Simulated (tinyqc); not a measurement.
Input admittance of a MOSFET at zero drain bias: distributed channel and distributed gate: two steps of the calculation.

Source and drain grounded, strong inversion, w = 2 pi f, Cox = eps0 eox/tox. The channel is an RC line of resistance 1/(mu Cox Vo) per square fed from both ends, so one finger has the intrinsic admittance y = i w Cox L tanh(g)/g per width, g = (1/2) sqrt(i w tau), tau = L^2/(mu Vo). The vertical resistance rv/L is in series with y, the overlaps 2 i w Cov in parallel: y_t = 1/(1/y + rv/L) + 2 i w Cov. The gate strip is a line of Rsh/L per length loaded by y_t, so a finger has Y = y_t Wf tanh(k)/k, k = (Wf/sd) sqrt(y_t Rsh/L); the device has Nf Y.

Values chosen for this exercise; values of the order met in silicon radio-frequency transistors:
```
symbol,value,unit,meaning
eox,9.05,,relative permittivity of the gate insulator (close to aluminium oxide)
tox,4.6,nm,insulator thickness
L,0.76,um,channel length
Wf,5.1,um,finger width
Nf,4,,number of fingers
mu,280,cm^2/(V s),channel mobility
Vo,0.3,V,gate overdrive
Rsh,27,ohm/square,sheet resistance of the gate
rv,1.6,ohm um^2,vertical resistivity of the gate stack
sd,1,,number of ends at which a finger is contacted
Cov,0.22,fF/um,overlap and fringe capacitance on each side
f,5.9,GHz,frequency
```

Constants: eps0 = 8.8541878128e-14 F/cm where lengths are in cm. Results are converted to the units shown.

Question 1. Low-frequency resistances and capacitance. Low-frequency limits, with c = Cox L and ct = c + 2 Cov: R_strip = Rsh Wf/(3 sd^2 L Nf), R_ch = (c/ct)^2 L/(12 mu Cox Vo Wf Nf), R_vert = (c/ct)^2 rv/(L Wf Nf), C = ct Wf Nf.

Wanted: parts; sum; C; 1/(2 pi R C).

Answer 1.

parts (ohm): strip 15.10, channel 19.87, vertical 0.09667
sum = 35.07 ohm
C = 279.1 fF
1/(2 pi R C) = 16.26 GHz

The channel term is the largest, 56.7 % of the sum.

Question 2. Admittance of the channel and stack per width. tau, g, c = Cox L, y and y_t as defined.

Wanted: tau; g; c; y; y_t.

Answer 2.

tau = 68.76 ps
g = 0.5645+0.5645i
c = 13.24 fF/um
y = 97.8+465.9i uS/um
y_t = 98.3+482.0i uS/um

w tau = 2.55, and Im y is 0.949 of w c.

Program tinyqc, `OMP_NUM_THREADS=1 python tinyqc.py 2262041 2262042 out.jsonl`; Intel Xeon 2.30GHz, shared host, one thread, about 0.01 s.
